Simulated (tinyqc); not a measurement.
# Voltage drop against the resistance from a pad node to the supply

A grid of 25 by 25 nodes with segments Rx (rows) and Ry (columns); every node draws I1 and the central node kh I1; pads with resistance Rp sit at the nodes whose row and column are multiples of the pitch, counting from 0. The drops u = Vdd - V follow from G u = i, with G the conductance matrix and i the load currents, solved directly. Here the pitch is 8.

Parameters, values chosen for the exercise:
- Vdd = 0.8 V (supply voltage)
- Rx = 0.26 ohm (resistance of a horizontal segment)
- Ry = 1.9 ohm (resistance of a vertical segment)
- kh = 3 (factor on the load at the hot node)
- I1 = 0.5 mA (load current of a node in the large grid)

Voltage drop against the resistance from a pad node to the supply:
columns A: Rp (ohm); B: pads; C: worst drop (mV); D: mean drop (mV); E: largest drop at a pad (mV); F: largest pad current (mA); G: worst drop over Vdd (%)
```
A       B      C      D       E      F      G
0.012  16  12.29  8.534  0.3661  30.51  1.537
0.025  16  12.63  8.821  0.7569  30.28  1.579
0.05   16  13.27  9.369   1.493  29.87  1.659
0.099  16  14.50  10.43   2.887  29.16  1.812
0.2    16  16.95  12.59   5.605  28.02  2.119
0.4    16  21.61  16.78   10.60  26.49  2.701
0.79   16  30.24  24.77   19.57  24.78  3.780
```

The worst drop rises from 12.3 to 30.2 mV and the mean drop rises from 8.53 to 24.8 mV. The worst drop goes as Rp^(0.04) between the first two rows and Rp^(0.49) between the last two.

Program tinyqc, `OMP_NUM_THREADS=1 python tinyqc.py 2770222 2770223 out.jsonl`; Intel Xeon 2.30GHz, shared host, one thread, about 0.3 s.
